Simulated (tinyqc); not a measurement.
# Permeation of metal atoms or ions through a thin barrier or dielectric: time lag, field-aided drift and lifetime, step by step

A worked calculation. Computed by tinyqc, a small Python program that keeps every step. Command: `OMP_NUM_THREADS=1 python tinyqc.py 3003511 3003512 out.jsonl barrier walk`. One thread of a shared host (Intel(R) Xeon(R) Processor @ 2.30GHz), about 0.01 s of CPU time with the checks. Intermediate numbers are printed to about 6 digits and carried at full precision; extremes and crossings named in words are read from the listed rows.

The film 0 < x < d is empty at first; C = C0 at x = 0 and C = 0 at x = d. dC/dt = D d2C/dx2 - v dC/dx with drift v = D z e V/(k_B T d) (uniform field, no space charge).

Inputs (values chosen for the exercise, for a model case: singly charged ions through a dielectric):
```
quantity,value,unit
thickness d,97,nm
prefactor D0,4.2e-06,cm^2/s
activation energy E,0.756,eV
concentration at the source side C0,2.9e+13,1/cm^3
charge number z,1,-
voltage V (positive drives ions across),0.054,V
critical dose Q_c,2e+08,1/cm^2
test temperature T,125,C
use temperature T_u,70,C
"time in units of d^2/D, s",0.083,-
```

Constants: k_B = 8.617333262e-05 eV/K.

## Scales

D = D0 exp(-E/(k_B T)); time scale d^2/D; Peclet number P = z V/(k_B T), k_B T in eV; 1 nm = 1e-7 cm. Temperatures in kelvin are T(C) + 273.15.

diffusivity D = 1.13190e-15 cm^2/s

time scale d^2/D = 83125.4 s

Peclet number P = 1.57389

## Steady flux and time lag

Steady flux J = (D C0/d) P/(1 - exp(-P)); time lag in units of d^2/D: s_L = [P (1 + exp(-P))/(1 - exp(-P)) - 2]/P^2 (P = 0: J = D C0/d, s_L = 1/6).

flux relative to D C0/d = 1.98532

steady flux J = 6718.42 1/(cm^2 s)

time lag s_L = 0.160168

time lag = 13314.0 s

Drift and diffusion both act.

## Dose at time s

Dose through the film Q(s) = C0 d {f (s - s_L) - 2 exp(P/2) sum_(n=1..200) (-1)^n n^2 pi^2 exp(-l_n s)/l_n^2}, l_n = n^2 pi^2 + P^2/4, f = P/(1 - exp(-P)) the relative flux.

Q/(C0 d) = 0.00798231

dose Q = 2.24543e+06 1/cm^2

time = 6899.41 s

## Time to the critical dose

Solve Q = Q_c for s. At the use temperature D and P take T_u, with the same C0 and V; 1 year = 3.15576e7 s.

s at the critical dose = 0.517416

failure time at T = 43010.4 s

failure time at T_u = 0.0435422 years

Failure comes within a few time lags. Caution: grain boundaries, pinholes, trapping and space charge are left out; thin real barriers usually fail at defects.

## Approach to the steady line

Short-time form for P = 0: Q/(C0 d) = 4 sqrt(s) ierfc(1/(2 sqrt(s))), ierfc(y) = exp(-y^2)/sqrt(pi) - y erfc(y).

Q/(C0 d):
```
s,series,steady line f (s - s_L),series without field,"short-time form, no field"
0.03,1.04743e-05,-0.25843,4.84192e-06,4.84192e-06
0.05,5.78093e-04,-0.21872,2.69342e-04,2.69342e-04
0.08,6.81613e-03,-0.15916,3.20662e-03,3.20662e-03
0.12,3.13224e-02,-0.07975,1.48873e-02,1.48873e-02
0.20,1.27415e-01,0.07908,6.14638e-02,6.14632e-02
0.30,2.94557e-01,0.27761,1.43824e-01,1.43786e-01
0.50,6.76756e-01,0.67468,3.34791e-01,3.33262e-01
0.80,1.27036e+00,1.27027,6.33409e-01,6.18380e-01
1.20,2.06440e+00,2.06440,1.03333e+00,9.70022e-01
```

The dose lies above the steady line at all times and, among these rows, is within 1 % of it from s = 0.5 on (the lag is s_L = 0.160); for a known P the intercept of that line gives D and its slope D C0. The field changes the dose by a factor 2.16 in the first row and 2.00 in the last; at short times the factor tends to exp(P/2) = 2.20.

Checks made by the program: series against a 300-cell finite-difference solution (relative difference 1e-04).
